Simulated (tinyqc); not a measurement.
Starting guesses with DIIS over 6 matrices: SCF starting guesses in the sto-6g basis, for BeH, spin multiplicity 2. Computed by the program tinyqc with PySCF. UHF with one setting changed at a time; a run stops when the energy changes by less than 1e-09 hartree and the error matrix is below 1e-5. Starts: the lowest orbitals of the core Hamiltonian, of the Wolfsberg-Helmholz matrix (K = 1.75), projected atomic densities, random orbitals, and the highest orbitals of the core Hamiltonian (a deliberately bad start).

Geometry (angstrom):

| atom | x | y | z |
|---|---|---|---|
| Be | 0.0000 | 0.0000 | 0.0000 |
| H | 0.0000 | 0.0000 | 2.4740 |

lowest solution found by these runs and by PySCF with stability checks = -14.984220 hartree

Largest element of the error matrix X^T (FDS - SDF) X:

| iteration | core | Wolfsberg-Helmholz | atomic densities | random | highest core orbitals |
|---|---|---|---|---|---|
| 1 | 1.1e-01 | 2.1e-01 | 3.6e-02 | 1.8e+00 | 2.4e-02 |
| 2 | 1.1e-01 | 8.3e-02 | 7.0e-02 | 1.9e-01 | 2.0e-01 |
| 3 | 5.5e-02 | 5.9e-02 | 4.8e-02 | 9.2e-02 | 2.0e-01 |
| 4 | 4.1e-02 | 5.7e-02 | 1.9e-02 | 4.7e-02 | 1.0e-01 |
| 5 | 1.2e-02 | 6.4e-02 | 1.2e-02 | 4.6e-02 | 1.0e-01 |
| 6 | 4.1e-03 | 3.8e-02 | 1.2e-02 | 4.4e-02 | 1.0e-01 |
| 8 | 5.3e-05 | 1.3e-02 | 3.4e-03 | 1.0e-02 | 1.0e-01 |
| 10 | 1.5e-06 | 3.9e-04 | 3.8e-05 | 1.2e-02 | 1.3e-01 |
| 14 | - | - | - | 2.2e-04 | 7.7e-02 |
| 20 | - | - | - | 1.8e-06 | 2.6e-04 |

How each run ends:

| run | iterations | E (hartree) | state |
|---|---|---|---|
| core | 10 | -14.90116 | higher |
| Wolfsberg-Helmholz | 12 | -14.78599 | higher |
| atomic densities | 12 | -14.98422 | lowest found |
| random | 20 | -14.90116 | higher |
| highest core orbitals | 23 | -14.78599 | higher |

What does the comparison show, and why?

1 of 5 runs reach the lowest solution found, in 12 to 12 iterations (fastest: atomic densities). Ending on a higher stationary point: core, Wolfsberg-Helmholz, random, highest core orbitals; a small error matrix cannot reveal that, and an occupation fixed by the start is kept by symmetry or by the shape of the basin. The first errors are 1e-01, 2e-01, 4e-02, 2e+00, 2e-02; the deliberately bad start has the smallest one, so a small first error does not mark a good start.
